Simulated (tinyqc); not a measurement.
Inside a calculation (part 2 of 2). Method: UHF in the sto-3g basis, for BeH, spin multiplicity 2. This run ends on a higher stationary point, not on the lowest solution. Computed by tinyqc, a small Python program that keeps every step (integrals from PySCF). Command: `OMP_NUM_THREADS=1 python tinyqc.py 28051 28052 out.jsonl` (the two numbers bound the seeds that draw the settings). One thread of a shared host (Intel(R) Xeon(R) Processor @ 2.60GHz), about 0.2 s of CPU time with the checks.

Geometry (angstrom):
```
atom,x,y,z
Be,0.000000,0.000000,0.000000
H,0.000000,0.000000,2.571000
```

## Iteration 54 (converged): orbitals

converged F(alpha) (hartree):
```
,1Be 1s,1Be 2s,1Be 2px,1Be 2py,1Be 2pz,2H 1s
1Be 1s,-4.555098,-1.291688,0.000000,0.000000,-0.000912,-0.020670
1Be 2s,-1.291688,-0.654866,0.000000,0.000000,0.077250,-0.118480
1Be 2px,0.000000,0.000000,0.173941,0.000000,0.000000,0.000000
1Be 2py,0.000000,0.000000,0.000000,0.173941,0.000000,0.000000
1Be 2pz,-0.000912,0.077250,0.000000,0.000000,-0.057311,-0.172882
2H 1s,-0.020670,-0.118480,0.000000,0.000000,-0.172882,-0.030188
```

converged F(beta) (hartree):
```
,1Be 1s,1Be 2s,1Be 2px,1Be 2py,1Be 2pz,2H 1s
1Be 1s,-4.517955,-1.288646,0.000000,0.000000,-0.000366,-0.018084
1Be 2s,-1.288646,-0.377886,0.000000,0.000000,-0.085936,-0.149753
1Be 2px,0.000000,0.000000,0.242298,0.000000,0.000000,0.000000
1Be 2py,0.000000,0.000000,0.000000,0.242298,0.000000,0.000000
1Be 2pz,-0.000366,-0.085936,0.000000,0.000000,0.220611,-0.137104
2H 1s,-0.018084,-0.149753,0.000000,0.000000,-0.137104,-0.128041
```

X:
```
,1,2,3,4,5,6
1Be 1s,-0.711225,0.409147,0.000000,0.000000,-0.352907,0.524589
1Be 2s,0.803778,-0.224634,0.000000,0.000000,-0.205038,0.590186
1Be 2px,0.000000,0.000000,0.382403,0.923996,0.000000,0.000000
1Be 2py,0.000000,0.000000,0.923996,-0.382403,0.000000,0.000000
1Be 2pz,0.251256,0.728026,0.000000,0.000000,0.632121,0.189166
2H 1s,-0.442072,-0.652904,0.000000,0.000000,0.554243,0.336613
```

Diagonalise F' = X^T F X, C = X C', fill 3 alpha and 2 beta electrons from the bottom; D(s) = C_occ C_occ^T. Each column has its largest component positive (the first on a tie).

F' = X^T F X (alpha) (hartree):
```
,1,2,3,4,5,6
1,-1.118790,0.963177,0.000000,0.000000,-0.857659,1.419809
2,0.963177,-0.486554,0.000000,0.000000,0.586595,-0.984492
3,0.000000,0.000000,0.173941,0.000000,0.000000,0.000000
4,0.000000,0.000000,0.000000,0.173941,0.000000,0.000000
5,-0.857659,0.586595,0.000000,0.000000,-0.919683,1.254557
6,1.419809,-0.984492,0.000000,0.000000,1.254557,-2.346260
```

orbital energies (alpha) (hartree): MO1 -4.558140, MO2 -0.339599, MO3 -0.186295, MO4 0.173941, MO5 0.173941, MO6 0.212748

coefficients C (alpha):
```
,MO1,MO2,MO3,MO4,MO5,MO6
1Be 1s,0.992431,-0.282263,0.004248,0.000000,0.000000,0.091482
1Be 2s,0.027809,0.986171,-0.025341,0.000000,0.000000,-0.336053
1Be 2px,0.000000,0.000000,0.000000,0.714765,0.699365,0.000000
1Be 2py,0.000000,0.000000,0.000000,-0.699365,0.714765,0.000000
1Be 2pz,-0.000080,-0.203686,0.693983,0.000000,0.000000,-0.710923
2H 1s,-0.001518,0.162283,0.616260,0.000000,0.000000,0.797553
```

F' = X^T F X (beta) (hartree):
```
,1,2,3,4,5,6
1,-0.976317,0.836587,0.000000,0.000000,-0.923484,1.514622
2,0.836587,-0.352195,0.000000,0.000000,0.805376,-0.997780
3,0.000000,0.000000,0.242298,0.000000,0.000000,0.000000
4,0.000000,0.000000,0.000000,0.242298,0.000000,0.000000
5,-0.923484,0.805376,0.000000,0.000000,-0.748758,1.177510
6,1.514622,-0.997780,0.000000,0.000000,1.177510,-2.282104
```

orbital energies (beta) (hartree): MO1 -4.521184, MO2 -0.241318, MO3 0.100830, MO4 0.242298, MO5 0.242298, MO6 0.302297

coefficients C (beta):
```
,MO1,MO2,MO3,MO4,MO5,MO6
1Be 1s,0.992433,-0.148516,-0.256612,0.000000,0.000000,0.012238
1Be 2s,0.027813,0.507564,0.909433,0.000000,0.000000,-0.037651
1Be 2px,0.000000,0.000000,0.000000,-0.557241,0.830351,0.000000
1Be 2py,0.000000,0.000000,0.000000,0.830351,0.557241,0.000000
1Be 2pz,0.000841,0.250592,-0.076837,0.000000,0.000000,0.979699
2H 1s,-0.002022,0.742792,-0.567444,0.000000,0.000000,-0.410449
```

D(alpha) after iteration 54:
```
,1Be 1s,1Be 2s,1Be 2px,1Be 2py,1Be 2pz,2H 1s
1Be 1s,1.064610,-0.250868,0.000000,0.000000,0.060361,-0.044695
1Be 2s,-0.250868,0.973949,0.000000,0.000000,-0.218458,0.144380
1Be 2px,0.000000,0.000000,0.000000,0.000000,0.000000,0.000000
1Be 2py,0.000000,0.000000,0.000000,0.000000,0.000000,0.000000
1Be 2pz,0.060361,-0.218458,0.000000,0.000000,0.523100,0.394619
2H 1s,-0.044695,0.144380,0.000000,0.000000,0.394619,0.406115
```

D(beta) after iteration 54:
```
,1Be 1s,1Be 2s,1Be 2px,1Be 2py,1Be 2pz,2H 1s
1Be 1s,1.006980,-0.047779,0.000000,0.000000,-0.036382,-0.112323
1Be 2s,-0.047779,0.258395,0.000000,0.000000,0.127215,0.376958
1Be 2px,0.000000,0.000000,0.000000,0.000000,0.000000,0.000000
1Be 2py,0.000000,0.000000,0.000000,0.000000,0.000000,0.000000
1Be 2pz,-0.036382,0.127215,0.000000,0.000000,0.062797,0.186136
2H 1s,-0.112323,0.376958,0.000000,0.000000,0.186136,0.551744
```

Within a degenerate level the vectors are fixed only up to a rotation; this is one choice.

## Convergence

Stop when the energy changes by less than 1e-08 hartree and every element of the error matrix X^T (F D S - S D F) X (for each spin) is below 3e-05.

Course of the cycle:
```
iteration,E (hartree),change,largest element of the error matrix
1,-14.34549483,-,9.05e-02
2,-14.46099693,-1.16e-01,6.49e-02
3,-14.52462231,-6.36e-02,5.41e-02
4,-14.57559734,-5.10e-02,6.05e-02
5,-14.61544038,-3.98e-02,6.39e-02
6,-14.65056546,-3.51e-02,6.08e-02
7,-14.68126381,-3.07e-02,4.71e-02
8,-14.70494392,-2.37e-02,3.96e-02
9,-14.71004005,-5.10e-03,3.48e-02
10,-14.70196965,8.07e-03,2.92e-02
11,-14.71509767,-1.31e-02,2.81e-02
12,-14.72678814,-1.17e-02,2.73e-02
13,-14.69940070,2.74e-02,1.85e-02
14,-14.70177027,-2.37e-03,1.30e-02
...,...,...,...
41,-14.72526272,-9.14e-07,8.40e-07
42,-14.72526336,-6.40e-07,5.88e-07
43,-14.72526381,-4.48e-07,4.12e-07
44,-14.72526412,-3.14e-07,2.88e-07
45,-14.72526434,-2.20e-07,2.02e-07
46,-14.72526449,-1.54e-07,1.41e-07
47,-14.72526460,-1.08e-07,9.88e-08
48,-14.72526468,-7.53e-08,6.92e-08
49,-14.72526473,-5.27e-08,4.84e-08
50,-14.72526476,-3.69e-08,3.39e-08
51,-14.72526479,-2.58e-08,2.37e-08
52,-14.72526481,-1.81e-08,1.66e-08
53,-14.72526482,-1.27e-08,1.16e-08
54,-14.72526483,-8.86e-09,8.14e-09
```

PySCF UHF in the same basis, after a stability check = -14.82535092 hartree

Converged in 54 iterations. But the solution lies 0.10009 hartree above the reference: it is another stationary point, not the lowest one. Reruns (cap 100 unless said): DIIS 8: converged in 11 to a higher stationary point; damping 0.5: converged in 58; level shift 0.5: converged in 62; atomic densities as start, DIIS 8: converged in 16.

## Populations, bond orders and dipole

overlap S:
```
,1Be 1s,1Be 2s,1Be 2px,1Be 2py,1Be 2pz,2H 1s
1Be 1s,1.000000,0.259517,0.000000,0.000000,0.000000,0.003666
1Be 2s,0.259517,1.000000,0.000000,0.000000,0.000000,0.111594
1Be 2px,0.000000,0.000000,1.000000,0.000000,0.000000,0.000000
1Be 2py,0.000000,0.000000,0.000000,1.000000,0.000000,0.000000
1Be 2pz,0.000000,0.000000,0.000000,0.000000,1.000000,0.165399
2H 1s,0.003666,0.111594,0.000000,0.000000,0.165399,1.000000
```

Mulliken: Z minus the diagonal of D S on the atom; Loewdin: the same with S^(1/2) D S^(1/2); Mayer order: 2 sum_s sum (D(s) S)_ij (D(s) S)_ji over the two atoms.

Charges (e):
```
atom,Mulliken,Loewdin,Mulliken spin
1Be,0.111518,0.110578,1.136853
2H,-0.111518,-0.110578,-0.136853
```

Mayer bond orders:
```
pair,order
2-1,0.968835
```

dipole moment about the origin, x y z (debye): 0.000000  0.000000  -1.596241

<S^2> of the determinant (pure state: 0.75) = 0.797507
